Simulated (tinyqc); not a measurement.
Solubility, supersaturation, precipitation and gettering of an impurity in a silicon-like host: one step, computed by the program tinyqc.

The wafer was saturated at T1 and is then held at T.

Task: Solubility, diffusivity, supersaturation. C_eq(T) = N0 exp(S/k_B - H/(k_B T)); D(T) = D0 exp(-Q/(k_B T)); C0 = C_eq(T1). Supersaturation s = C0/C_eq(T); critical radius r* = 2 gamma/(C_p k_B T ln s); barrier W* = (4 pi/3) gamma r*^2. Strain energy is left out.

Inputs (values chosen for the exercise, modelled on gold in silicon): site density N0 = 5e+22 1/cm^3; enthalpy of solution H = 1.93 eV; entropy of solution S = 2.4 k_B; diffusion prefactor D0 = 0.00022 cm^2/s; migration energy Q = 1.1 eV; temperature of saturation T1 = 1450 K; anneal temperature T = 1058 K; impurity density in the precipitate C_p = 2.4e+22 1/cm^3; interface energy gamma = 0.64 J/m^2.

Constants: k_B = 8.617333262e-05 eV/K; k_B = 1.380649e-23 J/K.

Give: C0; C_eq(T); D(T); supersaturation s; critical radius r*; W*/(k_B T).

Result:

C0 = 1.079e+17 1/cm^3

C_eq(T) = 3.530e+14 1/cm^3

D(T) = 1.266e-09 cm^2/s

supersaturation s = 305.8

critical radius r* = 0.6380 nm

W*/(k_B T) = 74.70
